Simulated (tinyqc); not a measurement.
## Thin-film transistor with exponential tail and deep states, accumulation layer: effect of the temperature

An undoped film in accumulation, thicker than the space-charge layer. With band bending psi the Fermi level lies E0 - psi below the band edge. Free electrons n = n0 exp(psi/Vt) carry the current; electrons in two exponential distributions of traps, a = a0 exp(psi/Va) and d = d0 exp(psi/Vp), do not. Linear regime, ohmic contacts, traps in equilibrium.

Va = kB Tt/q, Vp = kB Td/q; n0 = Nc exp(-E0/Vt), a0 = Nt th(T/Tt) exp(-E0/Va), d0 = Nd th(T/Td) exp(-E0/Vp), th(x) = pi x/sin(pi x). G(psi) = sum over the three kinds of c0 [V (exp(psi/V) - 1) - psi], field F = sqrt(2 q G/(eps0 eps_r)); Vg = psi + eps0 eps_r F/Ci at the surface. Total charge Q = Ci (Vg - psi_s); free charge Qf = q times the integral of n0 (exp(psi/Vt) - 1)/F over psi from 0 to psi_s; I = (W/L) mb Qf Vd; effective mobility mb Qf/Q. Nc, E0 and mb are held fixed.

Parameters, values chosen for the exercise; values close to those of amorphous silicon: relative permittivity of the semiconductor eps_r = 11.8; density of extended states Nc = 5.9e19 cm^-3; band mobility mb = 7.7 cm^2/(V s); total density of tail states Nt = 8.6e19 cm^-3; characteristic temperature of the tail Tt = 350 K; total density of deep states Nd = 4.4e17 cm^-3; characteristic temperature of the deep states Td = 1050 K; bulk Fermi level below the band edge E0 = 0.47 eV; gate capacitance Ci = 35 nF/cm^2; ratio W/L WL = 5; drain voltage Vd = 0.05 V; gate voltage above flat band Vg = 13 V.

Constants: q = 1.602176634e-19 C, kB = 1.380649e-23 J/K, Vt = kB T/q, eps0 = 8.8541878128e-14 F/cm where lengths are in cm. Results are converted to the units shown.

Effect of the temperature:
```
T (K)  E0 - psi_s (eV)  Q (nC/cm^2)  free share (%)  effective mobility (cm^2/(V s))  I (nA)
160            0.05812        440.6           1.335                           0.1028   11.32
180            0.06166        440.7           1.980                           0.1524   16.80
200            0.06580        440.9           2.672                           0.2057   22.68
220            0.07063        441.0           3.348                           0.2578   28.42
240            0.07629        441.2           3.937                           0.3031   33.44
260            0.08306        441.5           4.356                           0.3354   37.02
280            0.09140        441.7           4.504                           0.3468   38.30
300             0.1023        442.1           4.247                           0.3270   36.14
```

What does the comparison show?

As T goes from 160 to 300 K, the free share goes from 1.33 through a maximum of 4.50 (at T = 280 K among the rows listed) to 4.25 %, the distance of the Fermi level from the edge rises from 0.0581 to 0.102 eV and the current goes from 11.3 through a maximum of 38.3 (at T = 280 K among the rows listed) to 36.1 nA. The apparent activation energy between the first two rows is 0.0489 eV, against E0 - psi_s = 0.0581 eV there. At T = 300 K T is close to Tt, where the factor th overstates the trapped charge. For T = 200 to 300 K the th form, which assumes a Fermi level far below the edge, overcounts the filled tail at the surface by more than 15 %.

Numbers from tinyqc (`OMP_NUM_THREADS=1 python tinyqc.py 2610035 2610036 out.jsonl`; about 0.02 s on one thread of a shared Intel Xeon 2.30GHz).
